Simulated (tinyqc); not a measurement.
# Double-gate transistor, scale length and short-channel effects: effect of the drain voltage

A body of thickness ts between two insulators of thickness ti and two tied gates. Below threshold the potential that source and drain add obeys Laplace's equation and vanishes on the gate. Its lowest mode decays along the channel as exp(-k y); k is the smallest positive root of the matching condition at the interface, and the scale length is Lambda = pi/k.

k is the smallest positive root of f(k) = ei cos(k ti) cos(k ts/2) - eps_r sin(k ti) sin(k ts/2). Along the channel psi(y) = s + a exp(y/l) + b exp(-y/l) with psi(0) = Vbi, psi(L) = Vbi + Vds and l = 1/k = Lambda/pi; with A = Vbi - s, B = A + Vds, x = exp(-L/l): a = (B - A x) x/(1 - x^2), b = (A - B x)/(1 - x^2). The minimum is s + 2 sqrt(a b), at y = (l/2) ln(b/a). The long-channel potential follows the gate as s = sT + (Vg - VTL)/m, and the threshold VT is the gate voltage at which the minimum equals sT. Swing = m Vt ln 10/g at threshold, g = d(minimum)/ds = 1 - (b x + a)/((1 + x) sqrt(a b)). DIBL = [VT(0.05 V) - VT(Vds)]/(Vds - 0.05 V). sT and Vbi are held fixed; m = 1.

Values chosen for this exercise; permittivities: semiconductor close to that of silicon, insulator close to that of hafnium oxide:
- T = 300 K (temperature)
- eps_r = 11.6 (relative permittivity of the semiconductor)
- ei = 21.9 (relative permittivity of the insulator)
- ti = 3.1 nm (insulator thickness)
- ts = 10.8 nm (body thickness)
- L = 31 nm (channel length)
- Vbi = 0.85 V (potential of the source)
- sT = 0.73 V (potential of the barrier top at threshold)

Constants: q = 1.602176634e-19 C, kB = 1.380649e-23 J/K, Vt = kB T/q. Results are converted to the units shown.

The same in every row: Lambda (nm) = 14.48; L/Lambda = 2.141.

Results:
```
Vds (V)  VT - VTL at Vds (mV)  DIBL (mV/V)  swing (mV/decade)
0.2                    -14.68        27.03              64.46
0.35                   -17.93        24.34              64.95
0.5                    -20.74        22.48              65.43
0.65                   -23.27        21.08              65.87
0.8                    -25.60        19.96              66.29
1.1                    -29.82        18.28              67.06
```

Estimate the missing row, Vds = 0.95 V.

Computed row:
```
Vds (V)  VT - VTL at Vds (mV)  DIBL (mV/V)  swing (mV/decade)
0.95                   -27.77        19.05              66.68
```

With this row back in the table: As Vds goes from 0.2 to 1.1 V, Lambda stays at 14.5 nm, DIBL falls from 27.0 to 18.3 mV/V and the swing rises from 64.5 to 67.1 mV a decade.

Computed by the program tinyqc: `OMP_NUM_THREADS=1 python tinyqc.py 2420049 2420050 out.jsonl`, one thread of a shared Intel Xeon 2.30GHz, about 0.01 s for the whole run.
